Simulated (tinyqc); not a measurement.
Tail absorption against field: Franz-Keldysh effect at a direct gap.

Parabolic bands, vertical transitions, no excitons. For each hole band j: mr = me mj/(me + mj); joint density of states J_j(E) = (mr/c)^(3/2) sqrt(E - Eg)/(2 pi^2), both spins, c = hbar^2/2m0; averaged matrix element |e.p|^2 = m0 Ep/6; alpha_j(E) = 4 pi^2 alpha_f c Ep J_j/(3 nr E) in 1/angstrom (alpha_f the fine-structure constant, listed as alpha among the constants), times 1e8 for 1/cm.

In a field Fd (1 kV/cm = 1e-5 V/angstrom) the electro-optic energy of band j is th = (c (e Fd)^2/mr)^(1/3), and sqrt(E - Eg) in J_j is replaced by pi sqrt(th) [Ai'(b)^2 - b Ai(b)^2] with b = (Eg - E)/th; Ai is the Airy function.

Constants: hbar^2/2m0 = 3.80998211 eV angstrom^2; fine-structure constant alpha = 0.007297352564.

Parameters, chosen for this exercise (near those of InGaAs; the results hold for these values, not for the real material):
- Eg = 0.772 eV (direct gap)
- me = 0.0413 m0 (electron mass)
- mhh = 0.464 m0 (heavy-hole mass)
- mlh = 0.0524 m0 (light-hole mass)
- Ep = 23.6 eV (Kane energy)
- nr = 3.51 (refractive index)
- det = 40 meV (detuning below the gap)

At E = Eg - det; the field takes the values listed. The last column is the length for 10 dB of loss.

Results:

| Fd (kV/cm) | th heavy (meV) | b heavy | alpha (1/cm) | length (micrometre) |
|---|---|---|---|---|
| 10 | 10.02 | 3.994 | 0.00840 | 2.74e+06 |
| 20 | 15.90 | 2.516 | 1.30 | 1.77e+04 |
| 40 | 25.24 | 1.585 | 23.6 | 976 |
| 60 | 33.07 | 1.210 | 71.5 | 322 |
| 100 | 46.49 | 0.860 | 197 | 117 |
| 150 | 60.92 | 0.657 | 358 | 64.4 |
| 250 | 85.63 | 0.467 | 637 | 36.1 |
| 400 | 117.14 | 0.341 | 965 | 23.9 |

How do the results move, and what explains it?

alpha grows by 3.9 decades from 10 to 60 kV/cm and by a factor 1.51 over the last step, where the field grows by 1.6: the exponent (4/3) b^(3/2) goes as 1/Fd, so the gain is steep only while b > 1 (deep in the tail the light-hole pair, with its smaller b, carries most of it), that is up to 60 kV/cm of those listed. Values below about 10 1/cm lie under the Urbach and exciton tails of a real crystal, left out here.

(tinyqc, `OMP_NUM_THREADS=1 python tinyqc.py 1652308 1652309 out.jsonl`, Intel(R) Xeon(R) Processor @ 2.30GHz, 1 thread, shared host, about 0.01 s.)
